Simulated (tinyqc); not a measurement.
Two-dimensional dopant profile at a mask edge: lateral junction, overlap and effective channel length: one step, computed by the program tinyqc. Command: `OMP_NUM_THREADS=1 python tinyqc.py 3011001 3011002 out.jsonl lateral walk`. One thread of a shared host (Intel(R) Xeon(R) Processor @ 2.30GHz), about 0.01 s of CPU time with the checks.

Ions enter for y < 0; the mask (spacer, then gate) covers y > 0. x is the depth. The surface reflects dopant during the anneal.

Task: Widths and vertical profile. Widths s_x^2 = (vertical straggle)^2 + 2 D t, s_y^2 = (lateral straggle)^2 + 2 D t. C(x, y) = V(x) (1/2) erfc(y/(sqrt2 s_y)), V(x) = Q/(sqrt(2 pi) s_x) [exp(-(x - R_p)^2/(2 s_x^2)) + exp(-(x + R_p)^2/(2 s_x^2))]; 1 nm = 1e-7 cm. The vertical junction far from the mask solves V(x) = C_B.

Inputs (values chosen for the exercise, modelled on a source-drain extension in silicon):

| quantity | value | unit |
|---|---|---|
| dose Q | 2.8e+14 | 1/cm^2 |
| projected range R_p | 5.8 | nm |
| vertical straggle | 2.6 | nm |
| lateral straggle | 2.3 | nm |
| anneal budget D t | 1.1e-14 | cm^2 |
| channel doping C_B | 2.4e+18 | 1/cm^3 |

Give: s_x; s_y; V at the surface; V at R_p; vertical junction x_j.

Result:

s_x = 2.993 nm

s_y = 2.737 nm

V at the surface = 1.142e+20 1/cm^3

V at R_p = 3.734e+20 1/cm^3

vertical junction x_j = 15.31 nm
